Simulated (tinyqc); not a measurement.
Charge needed for a dipole step.

Two sheets of opposite charge dd apart with permittivity ei give the step D = q N dd/(eps0 ei).

Values chosen for this exercise:
```
symbol  value  unit                                        meaning
ei        3.4        relative permittivity inside the dipole layer
dd       0.18    nm                  thickness of the dipole layer
```

Constants: q = 1.602176634e-19 C, eps0 = 8.8541878128e-14 F/cm where lengths are in cm. Results are converted to the units shown.

Result of one run:

| D (V) | field (MV/cm) | moment (debye/nm^2, 1 D = 3.33564e-30 C m) |
|---|---|---|
| 2.7781 | 154.34 | 25.073 |

Which charge in each sheet N gave this result: 1e12, 2.7e12, 6.8e12, 1.7e13 or 2.9e14 cm^-2?

N = 2.9e14 cm^-2.

The whole series:

| N (cm^-2) | D (V) | field (MV/cm) | moment (debye/nm^2, 1 D = 3.33564e-30 C m) |
|---|---|---|---|
| 1e12 | 0.0095798 | 0.53221 | 0.086458 |
| 2.7e12 | 0.025865 | 1.4370 | 0.23344 |
| 6.8e12 | 0.065142 | 3.6190 | 0.58791 |
| 1.7e13 | 0.16286 | 9.0476 | 1.4698 |
| 4.5e13 | 0.43109 | 23.949 | 3.8906 |
| 1.1e14 | 1.0538 | 58.543 | 9.5103 |
| 2.9e14 | 2.7781 | 154.34 | 25.073 |

D is proportional to N, 0.1 V for 1.04e13 cm^-2. The same sheet as an uncompensated charge under 1 nm of a dielectric of permittivity 3.9 would shift the flat band by 0.484 V, and that shift would grow with thickness, which a dipole step does not. For N = 4.5e13, 1.1e14, 2.9e14 the field exceeds 20 MV/cm; it acts over one bond length, where the sheet picture is only a bookkeeping device.

Program tinyqc, `OMP_NUM_THREADS=1 python tinyqc.py 2410086 2410087 out.jsonl`; Intel Xeon 2.30GHz, shared host, one thread, about 0.01 s.
